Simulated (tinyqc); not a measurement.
Comparisons within one model: temperature and isotope dependence of a band gap in oscillator models. A value that a table varies takes the place of the one given here.

E(T) = E0 - sum_i sl_i th_i n_i(T), n = 1/(exp(th/T) - 1). The same coupling lowers the gap at 0 K by the zero-point term ZP = sum_i sl_i th_i/2, so the gap of the static lattice is E0 + ZP. Thermal expansion is taken as part of the slopes.

Two-parameter forms are made to pass through the falls at the two temperatures T12: Varshni aV T^2/(T + bV), from the line T^2/fall = (T + bV)/aV; one oscillator s1 t1/(exp(t1/T) - 1), with t1 from the ratio of the falls.

Constants: kB = 8.617333262e-05 eV/K; hbar^2/2m0 = 3.80998211 eV angstrom^2.

Values chosen for the exercise (near those of InP; not measured data): E0 = 1.42 eV (gap at 0 K); th = (92, 338) K (temperatures of two oscillators); sl = (0.0594, 0.3366) meV/K (their high-temperature slopes); T12 = (240, 620) K (temperatures of the fits); mm = 0.23 m0 (geometric mean of the density-of-states masses); T = 150 K (temperature).

## How far the fits carry

Falls of the gap from E0, and errors of the two fits against the model.

Results:

| T (K) | fall (meV) | Varshni - model (meV) | one oscillator - model (meV) | fall/ZP |
|---|---|---|---|---|
| 20 | 0.06 | 0.51 | -0.06 | 0.001 |
| 50 | 1.16 | 2.06 | -0.82 | 0.020 |
| 100 | 7.63 | 3.69 | -1.00 | 0.128 |
| 200 | 35.10 | 1.26 | -0.19 | 0.589 |
| 300 | 69.78 | -1.45 | 0.16 | 1.171 |
| 400 | 106.80 | -2.51 | 0.23 | 1.791 |
| 600 | 183.36 | -0.44 | 0.03 | 3.076 |
| 800 | 261.23 | 5.23 | -0.35 | 4.382 |

Below the first fit point the largest errors are +3.69 meV (Varshni, 100 K, on a fall of 7.63 meV) and -1.00 meV (one oscillator, 100 K); a T^2 law cannot freeze out; a single oscillator misses the soft modes. At 800 K, beyond the second fit point, they are +5.2 and -0.4 meV, so the oscillator extrapolates better here. The thermal fall equals ZP between 200 and 300 K.

## What the shift does to the intrinsic density

ni = 2 (mm kT/(4 pi c))^(3/2) exp(-E/2kT), c = hbar^2/2m0, with E(T) and with E0; 1 angstrom^-3 = 1e24 cm^-3. Apparent gap from an Arrhenius plot of ni/T^(3/2): E(T) - T dE/dT, dE/dT = -sum sl_i (th_i/T)^2 n_i (1 + n_i).

Results:

| T (K) | E(T) (eV) | ni (cm^-3) | ni with E(T) / ni with E0 | apparent gap (eV) |
|---|---|---|---|---|
| 200 | 1.3849 | 5.36 | 2.768 | 1.4499 |
| 250 | 1.3680 | 3.42e+04 | 3.342 | 1.4551 |
| 300 | 1.3502 | 1.26e+07 | 3.856 | 1.4588 |
| 350 | 1.3319 | 8.98e+08 | 4.309 | 1.4616 |
| 400 | 1.3132 | 2.27e+10 | 4.708 | 1.4638 |
| 500 | 1.2752 | 2.23e+12 | 5.369 | 1.4668 |
| 700 | 1.1978 | 4.81e+14 | 6.308 | 1.4704 |

Using E0 in place of E(T) understates ni by a factor that rises from 2.77 to 6.31, towards exp(sum sl/2kB) = 10.0. The slope of an Arrhenius plot returns neither E(T) nor E0 but the intercept of the tangent, 1.4588 eV at 300 K, which lies 39 meV above E0 and tends to the static gap 1.4796 eV.

## What each parameter does

Gap at T, slope -sum sl_i (th_i/T)^2 n_i (1 + n_i) and ZP. Each row changes one parameter from the base and keeps the others.

Results:

| case | E(T) (eV) | dE/dT (meV/K) | ZP (meV) |
|---|---|---|---|
| base | 1.4002 | -0.2817 | 59.62 |
| T = 190 K | 1.3881 | -0.3185 | 59.62 |
| E0 = 1.43 eV | 1.4102 | -0.2817 | 59.62 |
| th = (92, 405) K | 1.4037 | -0.2471 | 70.89 |
| sl = (0.0772, 0.3366) meV/K | 1.3983 | -0.2990 | 60.44 |

The largest shifts from the base row, up to three for each result and ties (the steps differ in size, so this ranks the rows, not the parameters). E(T) (eV): T -0.0121, E0 +0.0100, th +0.0035. dE/dT (meV/K): T -0.0368, th +0.0346, sl -0.0173; unchanged at the printed digits by E0. ZP (meV): th +11.28, sl +0.82; unchanged at the printed digits by T and E0.

Program tinyqc; command `OMP_NUM_THREADS=1 python tinyqc.py 1850848 1850849 out.jsonl`; about 0.01 s on one thread of a shared Intel(R) Xeon(R) Processor @ 2.30GHz.
